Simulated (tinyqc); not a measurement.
Configuration-coordinate model of carrier capture at a defect: one step. The multiphonon factor. Five cases, with inputs chosen for the exercise.

Problem. Form p, nb, x and ln W, the classical ln W, and the capture time 1/(nu W).

Two parabolas of equal curvature k in one coordinate Q: with the carrier free at the band edge, U_f = k Q^2/2; with the carrier trapped, U_t = k (Q - dQ)^2/2 - ET. ER = k dQ^2/2, Huang-Rhys factor S = ER/hw, hw = 0.0646541 sqrt(k/M) eV for k in eV/angstrom^2 and M in u. The curves cross at a height Eb = (ER - ET)^2/(4 ER) above the free minimum.

Multiphonon factor for giving p = ET/hw phonons to the lattice: W = exp(-S (2 nb + 1)) ((nb + 1)/nb)^(p/2) I_p(x), nb = 1/(exp(hw/kT) - 1), x = 2 S sqrt(nb (nb + 1)), I_p the modified Bessel function. Classical limit: W = hw exp(-Eb/kT)/sqrt(4 pi ER kT). At T = 0: exp(-S) S^p/Gamma(p + 1).

Constants: kB = 8.617333262e-05 eV/K.

Case 1.

Values chosen (of the size met at a deep level in GaN; the results hold for these values, not for the real material): ET = 0.71 eV (thermal depth of the level below the band edge); ER = 0.68 eV (relaxation energy); hw = 0.05 eV (phonon energy of the mode); T = 150 K (temperature); nu = 1e+12 1/s (attempt rate).

Case 2.

Values chosen (of the size met at a vacancy centre in SiC; the results hold for these values, not for the real material): ET = 0.99 eV (thermal depth of the level below the band edge); ER = 0.36 eV (relaxation energy); hw = 0.041 eV (phonon energy of the mode); T = 200 K (temperature); nu = 1e+12 1/s (attempt rate).

Case 3.

Values chosen (of the size met at a DX centre in AlGaAs; the results hold for these values, not for the real material): ET = 0.06 eV (thermal depth of the level below the band edge); ER = 0.94 eV (relaxation energy); hw = 0.012 eV (phonon energy of the mode); T = 400 K (temperature); nu = 1e+11 1/s (attempt rate).

Case 4.

Values chosen (of the size met at a vacancy centre in SiC; the results hold for these values, not for the real material): ET = 0.91 eV (thermal depth of the level below the band edge); ER = 0.21 eV (relaxation energy); hw = 0.047 eV (phonon energy of the mode); T = 300 K (temperature); nu = 1e+13 1/s (attempt rate).

Case 5.

Values chosen (of the size met at a DX centre in AlGaAs; the results hold for these values, not for the real material): ET = 0.16 eV (thermal depth of the level below the band edge); ER = 0.93 eV (relaxation energy); hw = 0.012 eV (phonon energy of the mode); T = 250 K (temperature); nu = 1e+11 1/s (attempt rate).

Give: p, nb, x; ln W; capture time.

Solution.

Case 1.

p, nb, x: 14.2000  0.0213  4.0158

ln W: quantum -2.282, classical -1.920

capture time = 9.80e-12 s

The quantum factor is 0.696 times the classical one at kT/hw = 0.26: the classical form serves within a factor of e.

Case 2.

p, nb, x: 24.1463  0.1021  5.8911

ln W: quantum -10.678, classical -17.911

capture time = 4.34e-08 s

The quantum factor is 1.38e+03 times the classical one at kT/hw = 0.42: nuclear tunnelling rules.

Case 3.

p, nb, x: 5.0000  2.4014  447.7517

ln W: quantum -9.929, classical -9.949

capture time = 2.05e-07 s

The quantum factor is 1.02 times the classical one at kT/hw = 2.87: the two agree.

Case 4.

p, nb, x: 19.3617  0.1938  4.2984

ln W: quantum -13.978, classical -24.279

capture time = 1.18e-07 s

The quantum factor is 2.98e+04 times the classical one at kT/hw = 0.55: nuclear tunnelling rules.

Case 5.

p, nb, x: 13.3333  1.3415  274.7029

ln W: quantum -11.060, classical -11.131

capture time = 6.36e-07 s

The quantum factor is 1.07 times the classical one at kT/hw = 1.80: the two agree.

Computed by tinyqc, one run a case: `OMP_NUM_THREADS=1 python tinyqc.py N N+1 out.jsonl` with N = 1481003, 1481132, 1481218, 1481266, 1481324; one thread of a shared Intel(R) Xeon(R) Processor @ 2.30GHz, about 0.01 s a run at most.
